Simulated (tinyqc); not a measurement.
Changing the pumping speed S: Berg model of reactive sputtering of a nitride or oxide: poisoning, hysteresis and pumping speed. Computed by tinyqc, a small Python program. Command: `OMP_NUM_THREADS=1 python tinyqc.py 3008160 3008161 out.jsonl berg sweep`. One thread of a shared host (Intel(R) Xeon(R) Processor @ 2.30GHz), about 0.04 s of CPU time with the checks.

A diatomic gas reacts with bare metal on the target and on the collecting surfaces; ions remove metal and compound from the target. theta_t and theta_c are the compound fractions.

Inputs (values chosen for the exercise, close to those used for silicon nitride):
```
quantity                          value     unit
ion current density J               8.6  mA/cm^2
target area A_t                     120     cm^2
collecting area A_c                3900     cm^2
metal yield Y_m                    0.48        -
compound yield Y_c                 0.12        -
sticking coefficient alpha         0.58        -
reactive atoms per metal atom z    1.33        -
gas mass M                           28        u
gas temperature T                   300        K
reactive partial pressure P      0.0051       Pa
```

Constants: e = 1.602176634e-19 C; u = 1.6605390666e-27 kg; k_B = 1.380649e-23 J/K.

Method:
- Ion flux j = J/e; gas flux F = P/sqrt(2 pi M k_B T). Target: (2/z) alpha F (1 - theta_t) = j Y_c theta_t. Sputtered flows F_c = j Y_c theta_t A_t, F_m = j Y_m (1 - theta_t) A_t. Collector: (2/z) alpha F (1 - theta_c) A_c + F_c (1 - theta_c) = F_m theta_c. Gas use Q = alpha F [(1 - theta_t) A_t + (1 - theta_c) A_c] + P S/(k_B T); 1 sccm = 4.4780e17 molecules/s. Rate R = F_m + F_c, given relative to j Y_m A_t.
- P is a single-valued function of the flow Q only if dQ/dP > 0 everywhere: S must exceed k_B T times the steepest fall of the surface terms with P.
- Turning points solve dQ/dP = 0; a jump keeps Q fixed; the width of the loop is the difference of the two turning flows.

One run for each value:
```
pumping speed S (l/s)  width of the loop (sccm)  total flow Q (sccm)
10                                       1.4097               2.2825
18                                       1.2772               2.3045
32                                       1.1113               2.3430
110                                      0.6126               2.5575
190                                      0.3381               2.7775
340                                      0.0624               3.1899
```

Give the missing row, pumping speed S (l/s) = 58.

Computed row:
```
pumping speed S (l/s)  width of the loop (sccm)  total flow Q (sccm)
58                                       0.8961               2.4145
```

Interpolating between the two neighbouring rows (the first column on a logarithmic scale, the others too where they are positive) misses most in width of the loop (sccm), by 6.9 %. Over the rows, width of the loop (sccm) falls from 1.41 to 0.0624 (exponent d ln y / d ln x -0.17 between the first rows and -2.9 between the last); total flow Q (sccm) rises from 2.28 to 3.19 (exponent d ln y / d ln x 0.016 between the first rows and 0.24 between the last). The pump term P S/(k_B T) tilts the flow curve upwards; the loop narrows and vanishes at the critical speed, beyond which no width is defined. Left out: 620, 1100, 2000 (a listed quantity is not defined there).

Caution (rows 10.0, 18.0, 32.0, 58.0, 110, 190): here dQ/dP is negative, a branch that flow control cannot hold.
